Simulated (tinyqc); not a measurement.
Surface approximation against the full path: Rutherford backscattering from a thin compound film on silicon: kinematics, yields, composition and thickness. Computed by tinyqc, a small Python program. Command: `OMP_NUM_THREADS=1 python tinyqc.py 3015036 3015037 out.jsonl rbs walk`. One thread of a shared host (Intel(R) Xeon(R) Processor @ 2.30GHz), about 0.01 s of CPU time with the checks.

Singly charged helium ions (Z1 = 2, M1 = 4.0026 u) enter at the tilt angle a1 to the normal and leave at a2 = |180 - theta - tilt| in the same plane. The film is A B_x.

Inputs (values chosen for the exercise, modelled on a helium beam on HfO2):

| quantity | value | unit |
|---|---|---|
| beam energy E0 | 1.9 | MeV |
| scattering angle theta | 150 | degrees |
| tilt of the sample | 0 | degrees |
| heavy element: mass M_A | 178.5 | u |
| heavy element: stopping eps_A at 2 MeV | 115 | 1e-15 eV cm^2 |
| light element: mass M_B | 16 | u |
| light element: stopping eps_B at 2 MeV | 35.2 | 1e-15 eV cm^2 |
| atoms of B per atom of A, x | 2.06 | - |
| atomic density of the film | 83.8 | 1/nm^3 |
| film thickness d | 6.4 | nm |
| detector resolution (FWHM) | 15 | keV |

Method:
- Kinematic factor K = [(sqrt(M^2 - M1^2 sin^2 theta) + M1 cos theta)/(M + M1)]^2.
- Surface edges lie at K E0; substrate silicon has M = 28.09 u. Mass resolution at M_A = resolution/(E0 dK/dM).
- Stopping per atom eps(E) = eps(2 MeV) (E/2 MeV)^(-0.4) (a law chosen for the exercise); Bragg rule eps_film = (eps_A + x eps_B)/(1 + x); areal density N d, with 1/nm^2 = 0.1 x 1e15/cm^2.
- Width of the signal of element i: [K_i eps(E0)/cos a1 + eps(K_i E0)/cos a2] N d; depth resolution = resolution x d/width of A; energy lost on the way in = eps(E0) N d/cos a1.
- Surface approximation as above. Full path: dE/ds = -eps(E) integrates to E^1.4 = E(start)^1.4 - 1.4 eps(2 MeV) 2000^0.4 s (keV), applied in (s = N d/cos a1), then K, then out (s = N d/cos a2); width = K E0 - exit energy. The last column is the error in thickness if the full width is read with the surface formula.

energy lost on the way in = 3.35461 keV

widths (keV): A 7.09071, B 6.96654

surface edges (keV): A 1747.44, B 731.11, Si 1112.06

kinematic factors: A 0.919707, B 0.384796, Si 0.585293

Widths (keV):

| d (nm) | A, surface | A, full | B, full | error (%) |
|---|---|---|---|---|
| 5 | 5.54 | 5.54 | 5.45 | 0.0635 |
| 10 | 11.08 | 11.09 | 10.92 | 0.1273 |
| 20 | 22.16 | 22.22 | 21.90 | 0.2556 |
| 50 | 55.40 | 55.75 | 55.27 | 0.6464 |
| 100 | 110.79 | 112.25 | 112.42 | 1.3189 |
| 150 | 166.19 | 169.55 | 171.77 | 2.0197 |
| 200 | 221.58 | 227.68 | 233.76 | 2.7513 |
| 300 | 332.38 | 346.73 | 368.49 | 4.3187 |

What does the comparison show, and why?

The error grows roughly in proportion to thickness, from 0.06 % to 4.3 %, because the ion slows and the stopping rises along the path. The signals of A and B would overlap once the width of A exceeds the gap between the edges, 1016 keV. Ions from B leave the thickest film below about 0.6 MeV, where the power law overstates the stopping. Caution: the ions scattered from B leave near or below the stopping maximum (some 0.6 to 0.8 MeV), where the power law chosen here overstates the stopping and the width of B.

Extremes, crossings and ranges named in words are read from the listed rows.
